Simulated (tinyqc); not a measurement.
Changing the DMI constant D: domain walls in a thin film with perpendicular anisotropy: Bloch, Neel and chiral walls, motion and stripe domains. Computed by tinyqc, a small Python program. Command: `OMP_NUM_THREADS=1 python tinyqc.py 3017208 3017209 out.jsonl mwall sweep`. One thread of a shared host (Intel(R) Xeon(R) Processor @ 2.30GHz), about 0.09 s of CPU time with the checks.

One-dimensional wall: polar angle theta(x), azimuth phi of the moment in the wall (phi = 0 Neel, 90 degrees Bloch). mu_0 = 1.25663706212e-6 T m/A, gamma = 1.76085963023e11 rad/(s T).

Inputs (values chosen for the exercise, for a model film):

| quantity | value | unit |
|---|---|---|
| saturation magnetisation M_s | 1100 | kA/m |
| exchange stiffness A | 21 | pJ/m |
| uniaxial anisotropy K_u | 851 | kJ/m^3 |
| thickness t | 1.5 | nm |
| damping alpha | 0.15 | - |
| field mu_0 H_z | 2 | mT |

Drive: magnetic field.

Method:
- K_eff = K_u - mu_0 M_s^2/2; Delta = sqrt(A/K_eff); sigma_0 = 4 sqrt(A K_eff); profile theta = 2 arctan exp(x/Delta); quality factor Q = 2 K_u/(mu_0 M_s^2).
- sigma(phi) = sigma_0 + 2 Delta K_D cos^2(phi) - pi D cos(phi), with the wall shape anisotropy K_D = N_x mu_0 M_s^2/2, N_x = t ln 2/(pi Delta). The minimum has cos(phi) = D/D_N for D < D_N = 4 Delta K_D/pi and phi = 0 beyond; sigma turns negative at D_c = (sigma_0 + 2 Delta K_D)/pi.
- Field drive: steady motion v = gamma Delta B/alpha needs B = (alpha/2) [2 B_D sin(phi) - B_K sin(2 phi)] in size, B_K = 2 K_D/M_s, B_D = pi D/(2 M_s Delta), with phi moving from its rest value; the Walker field B_W is the largest value of |B_D sin(phi) - (B_K/2) sin(2 phi)| times alpha, reached at cos(phi) = [d - sqrt(d^2 + 8)]/4, d = B_D/B_K. Far above B_W/alpha, v = gamma Delta B alpha/(1 + alpha^2); this is used for all B above B_W.

One run for each value:

| DMI constant D (mJ/m^2) | Walker field B_W (mT) | velocity at B_W (m/s) | azimuth phi (degrees) | wall energy sigma (mJ/m^2) |
|---|---|---|---|---|
| 0.010 | 2.355 | 42.07 | 88.211 | 5.5210 |
| 0.020 | 2.457 | 43.87 | 86.421 | 5.5195 |
| 0.040 | 2.662 | 47.54 | 82.827 | 5.5136 |
| 0.079 | 3.073 | 54.89 | 75.724 | 5.4909 |
| 0.160 | 3.968 | 70.86 | 60.037 | 5.3960 |
| 0.320 | 5.855 | 104.57 | 2.727 | 5.0194 |
| 0.630 | 9.791 | 174.86 | 0.000 | 4.0455 |
| 1.300 | 18.823 | 336.17 | 0.000 | 1.9406 |

Describe the trends.

Over the rows, Walker field B_W (mT) rises from 2.36 to 18.8 (exponent d ln y / d ln x 0.061 between the first rows and 0.90 between the last); velocity at B_W (m/s) rises from 42.1 to 336 (exponent d ln y / d ln x 0.061 between the first rows and 0.90 between the last); azimuth phi (degrees) falls from 88.2 to 0, flat over part of the range.  Left out: 2.50 (the wall energy is near zero or negative, and spirals replace domains).

Extremes, crossings and ranges named in words are read from the listed rows.
